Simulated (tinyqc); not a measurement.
One-sided p+-n junction, ionisation integral and breakdown: multiplication against voltage.

A p+ layer at x < 0 and an n drift layer from x = 0. Depletion approximation, built-in voltage neglected. Local ionisation coefficients alpha_n = an exp(-(bn/E)^mx), alpha_p = ap exp(-(bp/E)^mx). Electrons move towards +x, holes towards x = 0.

W = sqrt(2 eps0 eps_r V/(q N)), peak field E0 = q N W/(eps0 eps_r), falling linearly to 0 at W. G(x) = integral from 0 to x of (alpha_n - alpha_p); I_n = integral of alpha_n exp(-G) (electrons injected at x = 0), I_p = integral of alpha_p exp(G(end) - G) (holes injected at the far edge); M = 1/(1 - I). Integrals on a fine grid; BV is where I_n = 1. Here BV = 288.228 V; the Miller exponent is n = ln(1 - 1/M)/ln(V/BV).

Parameters, values chosen for the exercise; material values close to those of gallium arsenide: relative permittivity eps_r = 13.1; prefactor of the electron ionisation coefficient an = 2.88e5 1/cm; field constant for electrons bn = 6.65e5 V/cm; prefactor of the hole ionisation coefficient ap = 2.13e5 1/cm; field constant for holes bp = 6.95e5 V/cm; exponent mx = 1.6; donor density of the drift layer N = 1e15 cm^-3.

Constants: q = 1.602176634e-19 C, eps0 = 8.8541878128e-14 F/cm where lengths are in cm. Results are converted to the units shown.

Multiplication against voltage:

| V (V) | E0 (kV/cm) | I_n | I_p | M_n | M_p | Miller n, electrons | Miller n, holes |
|---|---|---|---|---|---|---|---|
| 115 | 178 | 0.00643 | 0.00246 | 1.01 | 1.00 | 5.49 | 6.54 |
| 144 | 199 | 0.0322 | 0.0138 | 1.03 | 1.01 | 4.95 | 6.17 |
| 173 | 219 | 0.100 | 0.0479 | 1.11 | 1.05 | 4.51 | 5.95 |
| 202 | 236 | 0.230 | 0.125 | 1.30 | 1.14 | 4.13 | 5.85 |
| 231 | 253 | 0.433 | 0.275 | 1.76 | 1.38 | 3.78 | 5.83 |
| 248 | 262 | 0.583 | 0.415 | 2.40 | 1.71 | 3.59 | 5.85 |
| 265 | 271 | 0.751 | 0.610 | 4.02 | 2.56 | 3.41 | 5.89 |
| 277 | 277 | 0.878 | 0.790 | 8.18 | 4.76 | 3.28 | 5.93 |
| 284 | 280 | 0.954 | 0.916 | 21.6 | 11.9 | 3.21 | 5.96 |

M_n rises from 1.006 to 21.6 and M_p from 1.002 to 11.9; both diverge at BV. The Miller exponent for electrons falls from 5.49 to 3.21 and that for holes goes from 6.54 through a minimum of 5.83 (at V = 231 among the rows listed) to 5.96. The larger multiplication belongs to electrons, whose coefficient at the peak field of the last row is 1.81 times the other.

Program tinyqc, `OMP_NUM_THREADS=1 python tinyqc.py 2120036 2120037 out.jsonl`; Intel Xeon 2.30GHz, shared host, one thread, about 0.05 s.
